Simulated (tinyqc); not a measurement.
Inside a calculation. Method: tight binding, dimerised chain. One step of it, computed by the program tinyqc.

Question. Bloch Hamiltonian at X. H_AA = +delta, H_BB = -delta, H_AB = -t1 - t2 exp(-i k a).

Parameters chosen for this model:
```
parameter     value                      unit
t1         2.010000       eV, inside the cell
t2         0.620000         eV, between cells
delta             0  eV, +/- on the two sites
```

k point X (2 pi / a): [0.500000]

Give: H(k) at X.

Answer.

H(k) at X (eV), order A, B:
```
[[0.0000, -1.3900],
 [-1.3900, 0.0000]]
```
